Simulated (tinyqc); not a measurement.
Ferroelectric switching by domains, regions with a spread of times with Merz's law: one step of the calculation.

A film poled to -Ps gets a pulse V of length t. Field E = V/d, characteristic time tau = t0 exp(Ea/E). The film consists of seven classes of regions, z = -3..3, with weights w_z proportional to exp(-z^2/2) and summing to one, and times tau_z = tau 10^(wd z); the switched share is f = sum w_z [1 - exp(-(t/tau_z)^m)]. P = Ps (2 f - 1).

Problem. Switched share of each class after the pulse. w_z, tau_z and f_z = 1 - exp(-(tp/tau_z)^m); f = sum w_z f_z.

Parameters, values chosen for the exercise:
- Ps = 29 uC/cm^2 (switchable polarisation)
- m = 3 (Avrami exponent)
- wd = 0.8 decades (spread of switching times)
- tp = 2.9 ns (pulse length)

tau = 6.7234792 ns

Wanted: w_z; tau_z; f_z; f; P after the pulse.

Solution.

```
z,w_z,tau_z (ns),f_z
-3,0.0044330,0.026767,1.0000
-2,0.054006,0.16889,1.0000
-1,0.24204,1.0656,1.0000
0,0.39905,6.7235,0.0771
1,0.24204,42.422,0.0003
2,0.054006,267.67,0.0000
3,0.0044330,1688.9,0.0000
```

f = 0.33132
P after the pulse = -9.7833 uC/cm^2

tinyqc, about 0.01 s, one thread, Intel Xeon 2.30GHz (shared host): `OMP_NUM_THREADS=1 python tinyqc.py 2860063 2860064 out.jsonl`
